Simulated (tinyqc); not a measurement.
Choice of the trial bonds: Wannier functions of a composite (isolated) pair of valence bands (bonds of an sp chain).

Each atom has a hybrid pointing left (<) and right (>). H(k): diagonal +V3 on A, -V3 on B; <A<|A>> = -V1a, <B<|B>> = -V1b, <A>|B<> = -V2, <B>|A<> = -V2p exp(ik); k in 1/a, Bloch sums with exp(ikR). The two lowest bands are filled. Trial functions in cell 0: g1 = cos(c) A> + sin(c) B<, and g2 = sin(c) B> + cos(c) A< of cell 1, whose Bloch vector has cos(c) exp(-ik) on A<. Projection A_mn = <psi_m|g_n>, S = A^+ A, Loewdin U = A S^(-1/2), Bloch-like states w_n = sum_m psi_m U_mn, H_W(k) = U^+ diag(E) U. P = sum_m |psi_m><psi_m| is free of phase choices, and S = g^+ P g, w = P g S^(-1/2).

Inputs chosen for the exercise: V2 = 2.84 eV (coupling in the bond A-B inside the cell); V2p = 4.63 eV (coupling in the bond to the next cell); V1a = 1.02 eV (coupling of the two hybrids on A); V1b = 1.77 eV (the same on B); V3 = 1.05 eV (A at +V3, B at -V3); xb = 0.45 a (position of B (A at 0)).

N = 12; centres and spreads in real space with point-like hybrids at R and R + xb; smallest eigenvalue of S over the mesh.

Trial angle:
```
c (deg)  smallest S  centre 1 (a)  centre 2 (a)  sum of centres  total spread (a^2)  H_12(R = 0), mean over k (eV)
15            0.464        0.3045        0.6662          0.9706              0.1275                        -1.1290
30            0.719        0.3045        0.6661          0.9706              0.1269                        -1.1212
45            0.914        0.3046        0.6661          0.9706              0.1267                        -1.1148
65            0.855        0.3046        0.6660          0.9706              0.1267                        -1.1064
75            0.713        0.3047        0.6660          0.9706              0.1268                        -1.1017
85            0.545        0.3047        0.6659          0.9706              0.1270                        -1.0962
```

Give the missing row, c (deg) = 55.

Computed row:
```
c (deg)  smallest S  centre 1 (a)  centre 2 (a)  sum of centres  total spread (a^2)  H_12(R = 0), mean over k (eV)
55            0.954        0.3046        0.6660          0.9706              0.1267                        -1.1107
```

The sum of the centres stays at 0.9706 a within 0.0000: it gives the electronic polarisation, modulo a, and is fixed by the filled space. Single centres move by up to 0.0002 a and H_12(0), a matter of gauge, moves by 33 meV. The total spread runs only from 0.1267 to 0.1275 a^2, so the orthogonalisation repairs even poor trials; the projection is best at c = 55 degrees among these rows, and the two bonds, isolated, have c = 55 and 51.

(tinyqc, `OMP_NUM_THREADS=1 python tinyqc.py 1452593 1452594 out.jsonl`, Intel(R) Xeon(R) Processor @ 2.30GHz, 1 thread, shared host, about 0.2 s.)
